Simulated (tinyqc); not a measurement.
What moves the results: strained quantum well: band edges, subbands and transparency. A value that a table varies takes the place of the one given here.

Growth on (001), barriers unstrained: tr(e) = e (2 - nu2), Z = b e (1 + nu2); Ec = Ev + Eg + ac tr(e), E_HH = Ev + av tr(e) + Z, E_LH = Ev + av tr(e) - Z (coupling to the split-off band left out).

Masses along z: me, 1/(g1 - 2 g2) for HH, 1/(g1 + 2 g2) for LH, likewise in the barrier; in the plane me, 1/(g1 + g2) for HH and 1/(g1 - g2) for LH (no mixing, which understates the hole masses away from k = 0). Level n solves k L + 2 atan[(k/m)/(kappa/mb)] = n pi, k = sqrt(m E/c), kappa = sqrt(mb (V - E)/c), c = hbar^2/2m0.

Transparency (Bernard-Duraffourg): Fc - Fv equals the lowest transition energy with n = p, n = sum m/(2 pi c) kB T ln(1 + exp((Fc - E)/kB T)) and p likewise over the listed subbands; c = hbar^2/2m0, 1/angstrom^2 = 1e16/cm^2.

Constants: hbar^2/2m0 = 3.80998211 eV angstrom^2; kB = 8.617333262e-05 eV/K; hc = 1239.841984 eV nm.

Values chosen for the exercise (near those of an InGaAs/InP well; not measured data):

| symbol | value | unit | meaning |
|---|---|---|---|
| nu2 | 1.012 |  | 2 C12/C11 |
| Eg | 0.631 | eV | unstrained gap of the well |
| Ev | -0.58 | eV | its valence edge |
| ac | -5.87 | eV |  |
| av | 1.06 | eV | Ev moves by av tr(e) |
| b | -1.88 | eV | shear potential |
| Egb | 1.355 | eV | gap of the barrier |
| Evb | -0.94 | eV | its valence edge |
| L | 46 | angstrom | well width |
| me | 0.0395 | m0 | electron mass |
| g1 | 15.05 |  | gamma1 |
| g2 | 6.05 |  | gamma2 |
| meb | 0.08 | m0 |  |
| g1b | 5.08 |  |  |
| g2b | 1.6 |  |  |
| T | 300 | K | temperature |
| es | (-0.02, -0.014, -0.008, -0.003, 0, 0.003, 0.007, 0.012) |  | strains |
| e | -0.0058 |  | strain in the plane |
| Ls | (25, 35, 50, 65, 85, 110, 150) | angstrom | widths |

## Strain as a design knob

Only the strain is changed; the unstrained gap and the masses are kept.

Results:

| e (%) | wavelength (nm) | top hole | hh1 - lh1 (meV) | n_tr (1e12/cm^2) | share in top |
|---|---|---|---|---|---|
| -2.0 | 1512 | hh1 | 206 | 0.329 | 0.97 |
| -1.4 | 1534 | hh1 | 166 | 0.330 | 0.96 |
| -0.8 | 1559 | hh1 | 125 | 0.333 | 0.94 |
| -0.3 | 1580 | hh1 | 91 | 0.343 | 0.89 |
| 0.0 | 1594 | hh1 | 71 | 0.358 | 0.81 |
| 0.3 | 1607 | hh1 | 50 | 0.386 | 0.69 |
| 0.7 | 1627 | hh1 | 23 | 0.457 | 0.47 |
| 1.2 | 1678 | lh1 | -12 | 0.530 | 0.77 |

How do the results move?

n_tr is largest at e = +1.2 % (0.53), where hh1 - lh1 = -12 meV and the top subband holds 77 % of the holes, and smallest, 0.33, at -2.0, -1.4 and -0.8 %. The top hole level turns from hh to lh, and the light from TE to TM, between +0.7 and +1.2 %. The wavelength runs from 1512 to 1678 nm.

## Width of the well

All levels anew.

Results:

| L (angstrom) | wavelength (nm) | top hole | hh1 - lh1 (meV) | n_tr (1e12/cm^2) | share in top | n_tr/L (1e18/cm^3) |
|---|---|---|---|---|---|---|
| 25 | 1362 | hh1 | 137 | 0.326 | 0.98 | 1.30 |
| 35 | 1477 | hh1 | 124 | 0.329 | 0.97 | 0.94 |
| 50 | 1594 | hh1 | 106 | 0.340 | 0.90 | 0.68 |
| 65 | 1670 | hh1 | 93 | 0.360 | 0.80 | 0.55 |
| 85 | 1735 | hh1 | 81 | 0.391 | 0.67 | 0.46 |
| 110 | 1786 | hh1 | 72 | 0.431 | 0.55 | 0.39 |
| 150 | 1831 | hh1 | 63 | 0.504 | 0.42 | 0.34 |

How do the results move?

The wavelength tunes by 469 nm. The sheet density at transparency changes from 0.33 to 0.50, the top hole subband holding 0.98 and 0.42 of the holes at the ends, while the volume density falls by a factor 3.9. Critical thickness and carrier escape are left out.

## What each parameter does

Edge wavelength, hh1 - lh1 and n_tr. Each row changes one parameter from the base and keeps the others.

Results:

| case | wavelength (nm) | hh1 - lh1 (meV) | n_tr (1e12/cm^2) |
|---|---|---|---|
| base | 1567.9 | 110.5 | 0.336 |
| L = 56 angstrom | 1628.1 | 100.7 | 0.347 |
| e = -0.0078 | 1559.4 | 124.1 | 0.333 |
| Eg = 0.611 eV | 1601.9 | 110.5 | 0.336 |
| b = -2.16 eV | 1574.3 | 116.5 | 0.335 |
| ac = -5.28 eV | 1573.5 | 110.5 | 0.336 |
| me = 0.0435 m0 | 1571.9 | 110.5 | 0.353 |
| g1 = 15.95 | 1558.7 | 106.4 | 0.328 |
| T = 340 K | 1567.9 | 110.5 | 0.389 |

How do the results move?

The largest shifts from the base row, up to three for each result and ties (the steps differ in size, so this ranks the rows, not the parameters). wavelength (nm): L +60.3, Eg +34.0, g1 -9.2; unchanged at the printed digits by T. hh1 - lh1 (meV): e +13.6, L -9.9, b +6.0; unchanged at the printed digits by Eg, ac, me and T. n_tr (1e12/cm^2): T +0.053, me +0.017, L +0.011; unchanged at the printed digits by Eg and ac.

Program tinyqc; command `OMP_NUM_THREADS=1 python tinyqc.py 1282547 1282548 out.jsonl`; about 0.01 s on one thread of a shared Intel(R) Xeon(R) Processor @ 2.30GHz.
